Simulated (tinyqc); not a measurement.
## Cell-based percolation model of oxide breakdown: effect of the area

The oxide, of thickness n a, is cut into cubic cells. A cell is defective with the chance l = 1 - exp(-a^3 N), N = N1 (t/1 s)^al. A column of n defective cells breaks the oxide down, and the area holds M = A/a^2 independent columns: 1 - F = (1 - l^n)^M.

At F = 1 - 1/e: l_c = (1 - exp(-1/M))^(1/n), N_bd = -ln(1 - l_c)/a^3, t63 = (N_bd/N1)^(1/al). W = ln(-ln(1 - F)); for small l, W = ln M + n ln(a^3 N), so the Weibull slope is n al.

Values chosen for this exercise: edge of a cell a = 0.6 nm; cells across the oxide n = 6; exponent of defect growth al = 0.45; defect density after 1 s N1 = 1.1e18 cm^-3.

Result of one run:
```
A (um^2)     l_c  N_bd (cm^-3)  t63 (s)  slope at t63
0.023     0.1582      7.971e20  2.269e6         2.474
```

What becomes of these results when the area A is changed from 0.023 to 8.6e6 um^2, all else the same?

Result of the changed run:
```
A (um^2)       l_c  N_bd (cm^-3)  t63 (s)  slope at t63
8.6e6     0.005893      2.736e19     1264         2.692
```

The whole series:
```
A (um^2)       l_c  N_bd (cm^-3)  t63 (s)  slope at t63
0.0014      0.2522      1.345e21  7.260e6         2.327
0.023       0.1582      7.971e20  2.269e6         2.474
0.38       0.09910      4.832e20  7.459e5         2.562
6.4        0.06190      2.958e20  2.507e5         2.615
110        0.03853      1.819e20  8.510e4         2.647
1800       0.02418      1.133e20  2.973e4         2.667
31000      0.01505      7.020e19  1.026e4         2.680
5.1e5     0.009436      4.389e19     3612         2.687
8.6e6     0.005893      2.736e19     1264         2.692
```

t63 falls from 7.26e6 to 1260 s, as A^(-0.42) between the first two rows and A^(-0.37) between the last two, against -1/(n al) = -0.37; the slope at t63 rises from 2.33 to 2.69, nearer to n al where l_c is small.

tinyqc, about 0.01 s, one thread, Intel Xeon 2.30GHz (shared host): `OMP_NUM_THREADS=1 python tinyqc.py 2070143 2070144 out.jsonl`
